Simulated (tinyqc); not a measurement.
From results back to parameters: pi bands of a honeycomb layer in tight binding. Two cases, with inputs chosen for the exercise.

Problem. With nearest hopping t, overlap s0 of neighbours and w the size of the sum of the three phase factors, the levels are -t w/(1 + s0 w) and t w/(1 - s0 w). The levels at Gamma (w = 3) come from hidden t and s0.

Case 1.

levels at Gamma (eV): lower -5.64808, upper 12.60097

Case 2.

levels at Gamma (eV): lower -7.16772, upper 12.30978

Find: t, s0; difference at M (w = 1).

Solution. The reciprocals of the sizes add to 2/(3t) and differ by 2 s0/t.

Case 1.

t, s0: 2.600  0.127

difference at M (w = 1) = 5.285 eV

Case 2.

t, s0: 3.020  0.088

difference at M (w = 1) = 6.087 eV

Computed by tinyqc, one run a case: `OMP_NUM_THREADS=1 python tinyqc.py N N+1 out.jsonl` with N = 1482292, 1482357; one thread of a shared Intel(R) Xeon(R) Processor @ 2.30GHz, about 0.01 s a run at most.
